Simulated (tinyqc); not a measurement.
# Programming of a floating-gate cell by Fowler-Nordheim tunnelling: effects of single changes

Per tunnel area the floating gate has Ctun = 3.9 eps0/tox to the channel (0 V) and Ccg to the control gate, Ct = Ctun/(1 - ag), no other coupling. With the threshold shift U = -Q/Ccg the field is F = ag (Vg - U)/tox, and dU/dt = J/Ccg. Fowler-Nordheim: J = A F^2 exp(-B/F), A = q^2/(16 pi^2 hbar mo phi) (times 1e14 for A/cm^2 with F in V/nm, emitter mass m0), B = (4/3) sqrt(mo/C) phi^1.5, C = hbar^2/(2 m0).

Parameters, values chosen for the exercise; oxide values close to those of silicon dioxide: tunnel barrier phi = 3.15 eV; tunnelling mass mo = 0.46 m0; tunnel oxide thickness tox = 8.7 nm; coupling ratio Ccg/Ct ag = 0.67; threshold shift at the start Vt0 = -0.1 V; control-gate voltage Vg = 14.1 V.

Constants: q = 1.602176634e-19 C, hbar = 1.054571817e-34 J s, m0 = 9.1093837015e-31 kg, eps0 = 8.8541878128e-14 F/cm where lengths are in cm, hbar^2/(2 m0) = 0.0380998212 eV nm^2. Results are converted to the units shown.

Each table varies one quantity; the others keep the values above.

## Programming by a staircase of pulses

Pulse i = 1, 2, ... has the height 12.6 V + (i - 1) 0.4 V and lasts 89 us; each starts from the U that the last one left. Exact: exp(B/F(t)) = exp(B/F(0)) + K t, K = A B ag/(Ccg tox), and U = Vg - tox F/ag.

Result of one run:
```
N  last pulse (V)    U (V)  gain of the last pulse (V)  F at its end (V/nm)
3          13.400  0.14170                     0.13482               1.0210
```

What becomes of these results when the number of pulses N is changed from 3 to 8, all else the same?

Result of the changed run:
```
N  last pulse (V)   U (V)  gain of the last pulse (V)  F at its end (V/nm)
8          15.400  1.7240                     0.38388               1.0532
```

The whole series:
```
N   last pulse (V)      U (V)  gain of the last pulse (V)  F at its end (V/nm)
1           12.600  -0.065907                    0.034093              0.97542
2           13.000  0.0068803                    0.072787               1.0006
3           13.400    0.14170                     0.13482               1.0210
4           13.800    0.35346                     0.21176               1.0355
6           14.600    0.97299                     0.33584               1.0494
8           15.400     1.7240                     0.38388               1.0532
11          16.600     2.9109                     0.39827               1.0542
14          17.800     4.1095                     0.39982               1.0543
18          19.400     5.7094                     0.39999               1.0543
```

The gain of a pulse rises from 0.0341 to 0.400 V and settles at the step of 0.4 V: the field at the end of a pulse becomes steady, 1.05 V/nm, so U follows the gate one to one whatever it started from. It is within 5 % of the step from pulse 8 on among the rows. For N = 2, 3, 4, 6, 8, 11, 14, 18 the field stays above 10 MV/cm, which wears the oxide.

## Effect of the coupling ratio

Same model as above.

After 0.002 s.

Effect of the coupling ratio:
```
ag    F(0) (V/nm)  F (V/nm)  J (A/cm^2)     U (V)
0.42       0.6855    0.6855    1.948e-9  -0.09999
0.47       0.7671    0.7671    1.356e-7  -0.09923
0.52       0.8487    0.8476    4.087e-6  -0.08056
0.57       0.9303    0.9158    4.648e-5    0.1221
0.63        1.028    0.9508    1.420e-4    0.9699
0.68        1.110    0.9598    1.869e-4     1.820
0.73        1.191    0.9666    2.292e-4     2.580
0.78        1.273    0.9742    2.870e-4     3.234
```

What does the table show?

The starting field rises from 0.686 to 1.27 V/nm and U rises from -0.100 to 3.23 V. Between the last two rows 0.01 of coupling is worth 131 mV. In 1 of the 8 rows the starting field exceeds 12 MV/cm, where the oxide would wear out or break down quickly.

Range of the model: Programming fields of 10 MV/cm and more wear the oxide; trapping and the channel potential are ignored.

Program tinyqc, `OMP_NUM_THREADS=1 python tinyqc.py 2130083 2130084 out.jsonl`; Intel Xeon 2.30GHz, shared host, one thread, about 0.01 s.
